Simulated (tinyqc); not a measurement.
Inside a calculation: dielectric confinement in a thin film (image charges). Values are carried at full precision from step to step, so a last printed digit may differ when a step is redone from the rounded ones.

A film |z| < t/2 of dielectric constant eps between half-spaces of dielectric constant e2; lam = (eps - e2)/(eps + e2), q = e^2/(4 pi eps0). The self-energy of a band edge is taken with the high-frequency value, e2 = eh, and the field of a fixed ion with the static one, e2 = eo. A charge at z has images lam^|n| at n t + (-1)^n z. Its self-energy is S(z) = (q/2 eps) sum over n >= 1 of lam^n [1/(n t - 2z) + 1/(n t + 2z)] for odd n and 2 lam^n/(n t) for even n; at the centre S(0) = -(q/(eps t)) ln(1 - lam).

Constants: e^2/(4 pi eps0) = 14.39964547 eV angstrom; hbar^2/2m0 = 3.80998211 eV angstrom^2; Ry = 13.60569312 eV.

Values chosen for the exercise (near those of an InGaAs film in vacuum; the results hold for these values, not for the real material): t = 24 angstrom (film thickness); eps = 13 (dielectric constant of the film); eh = 1 (high-frequency dielectric constant outside); mz = 0.046 m0 (mass across the film); eo = 1 (static dielectric constant outside); m = 0.046 m0 (mass in the plane).

## Images for a charge at the centre

Give lam, the first five terms (q/eps) lam^n/(n t), their sum and the closed form.

lam = 0.8571

terms (meV): [39.56, 16.95, 9.69, 6.23, 4.27]

sum of five = 76.70 meV
S(0) = 89.81 meV

The surroundings screen less than the film, so the images repel and each band edge moves outwards: the gap changes by about 2 S = +180 meV.

## Self-energy across the film

S at 2z/t = 0, 0.2, 0.4, 0.6, 0.8 and 0.9, summed to n = 399.

Self-energy:
```
2z/t  z (angstrom)  S (meV)
0.0            0.0    89.81
0.2            2.4    91.51
0.4            4.8    97.56
0.6            7.2   112.55
0.8            9.6   161.04
0.9           10.8   259.62
```

Towards the wall S diverges as (q lam/4 eps)/(distance), an artefact of the abrupt interface that the vanishing envelope makes harmless.

## Shift of the subband edge

First order: <S> over the envelope (2/t) cos^2(pi z/t), beside the confinement energy c (pi/t)^2/mz, c = hbar^2/2m0.

<S> = 98.64 meV
confinement energy = 1419.20 meV

|<S>| is 0.07 times the confinement energy; the first goes as 1/t and the second as 1/t^2, so they are equal at t = 345 angstrom.

## Binding of a donor

Donor at the centre, lam from the static eo, trial function cos(pi z/t) exp(-rho/l): E(l) = c/(m l^2) - (q/eps) times the integral over k of F(k t) (1 + (k l/2)^2)^(-3/2), with F(x) = F0 + 2 lam exp(-x) G/(1 - lam exp(-x)), F0 = 2[(1 - exp(-x/2))/x + x (1 + exp(-x/2))/(x^2 + 4 pi^2)], G = 2 sinh(x/2)[1/x - x/(x^2 + 4 pi^2)]; c = hbar^2/2m0. The binding energy is -E at the minimum, counted from the subband edge with its self-energy.

Minimise over l with and without images (lam = 0); Ry* = Ry m/eps^2.

Donor:
```
case         l (angstrom)  binding (meV)  in Ry*
no images            85.9           12.8    3.45
with images          45.8          133.3   36.00
```

Ry* = 3.70 meV

The images change the binding by +120.6 meV, against -2 (q/(eps t)) ln(1 - lam) = +179.6 meV for an orbit much smaller than t. At 300 K the binding is 5.2 kB T, which hinders ionisation.

## Checks

- S(0) from the series against the closed form, meV: both 89.81.
- F(2.3) for lam = 0.8571 from a direct sum over images against the closed form: both 0.9344.

Computed by tinyqc, a small Python program: `OMP_NUM_THREADS=1 python tinyqc.py 1251616 1251617 out.jsonl` (the numbers bound the seed that draws the inputs); one thread of a shared host (Intel(R) Xeon(R) Processor @ 2.30GHz), about 0.06 s for the whole set of steps.
